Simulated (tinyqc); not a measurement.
Raising U: Hubbard chain of 3 sites, mean field against exact. Computed by the program tinyqc. Collinear unrestricted mean field (the lowest of 40 random starts) against exact diagonalisation.

one-body matrix (hopping and site energies) (eV):
```
         1        2        3
1   0.0000  -1.6900   0.0000
2  -1.6900   0.0000  -1.6900
3   0.0000  -1.6900   0.0000
```

electrons, up and down: 2  1

Exact and mean-field results (eV):
```
U            U/t    E exact  E mean field  mean |n_up - n_down|  double occupancy, exact  first gap in the sector
0.8400    0.4970  -4.279788     -4.260351                0.3670                   0.1885                   2.2731
1.6900    1.0000  -3.825387     -3.749078                0.4127                   0.1678                   2.1354
3.3800    2.0000  -3.075951     -2.816667                0.5556                   0.1286                   1.8388
5.0700    3.0000  -2.510241     -2.100352                0.7289                   0.0960                   1.5612
6.7600    4.0000  -2.088955     -1.630364                0.8375                   0.0715                   1.3293
10.1400   6.0000  -1.532379     -1.110129                0.9262                   0.0416                   0.9973
13.5200   8.0000  -1.196033     -0.838189                0.9584                   0.0263                   0.7860
20.2800  12.0000  -0.822612     -0.561350                0.9815                   0.0128                   0.5448
33.8000  20.0000  -0.502017     -0.337575                0.9933                   0.0049                   0.3339
```

What does the comparison show, and why?

In absolute terms mean field is worst at U/t = 4.0, 0.459 eV too high: at small U it is nearly exact, and at large U it misses only exchange-scale energies. Relative to the exact energy its error is 0.5 % at the smallest U, 33 % at most and 33 % at the largest. The double occupancy falls from 0.189 to 0.005; at the largest U the first gap is 0.99 times the exchange scale 4t^2/U.
